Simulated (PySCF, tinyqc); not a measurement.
Ways to converge the cycle: SCF convergence aids in the 6-311g basis, for H2, spin multiplicity 1. Computed by the program tinyqc with PySCF. RHF with one setting changed at a time; a run stops when the energy changes by less than 1e-09 hartree and the error matrix is below 1e-5. The start is the core Hamiltonian. Damping d keeps d of the old density; a shift (hartree) raises the virtual levels; DIIS n extrapolates F over n matrices.

Geometry (angstrom):
```
atom       x       y       z
H     0.0000  0.0000  0.0000
H     0.0000  0.0000  1.2260
```

lowest restricted solution found by these runs and by PySCF = -1.052769 hartree

Largest element of the error matrix X^T (FDS - SDF) X:
```
iteration    plain  damping 0.3  damping 0.6  shift 0.4   DIIS 3   DIIS 8
1          7.9e-02      7.9e-02      7.9e-02    7.9e-02  7.9e-02  7.9e-02
2          1.7e-02      3.5e-02      5.4e-02    3.4e-02  1.7e-02  1.7e-02
3          4.4e-03      1.5e-02      3.7e-02    1.8e-02  1.5e-03  1.5e-03
4          1.1e-03      6.9e-03      2.5e-02    9.2e-03  4.7e-05  4.7e-05
5          2.5e-04      3.3e-03      1.7e-02    4.5e-03  2.4e-07  1.7e-07
6          5.8e-05      1.6e-03      1.2e-02    2.2e-03  5.0e-12  8.5e-08
8          3.1e-06      3.6e-04      5.4e-03    5.1e-04        -        -
10               -      7.8e-05      2.6e-03    1.2e-04        -        -
14               -      3.7e-06      6.3e-04    6.2e-06        -        -
20               -            -      7.3e-05          -        -        -
30               -            -      1.9e-06          -        -        -
```

How each run ends:
```
run          iterations  E (hartree)         state
plain                 8     -1.05277  lowest found
damping 0.3          17     -1.05277  lowest found
damping 0.6          35     -1.05277  lowest found
shift 0.4            14     -1.05277  lowest found
DIIS 3                6     -1.05277  lowest found
DIIS 8                6     -1.05277  lowest found
```

What does the comparison show, and why?

6 of 6 runs reach the lowest restricted solution found, in 6 to 35 iterations (fastest: DIIS 3, DIIS 8). Plain steps already contract here, so damping only slows them. DIIS 3 and DIIS 8 gain by cancelling the error over several earlier matrices, much as a quasi-Newton step does. The restricted reference is unstable here: a spin-polarised solution lies 0.0005 hartree lower (PySCF), so results built on it describe a poor reference.
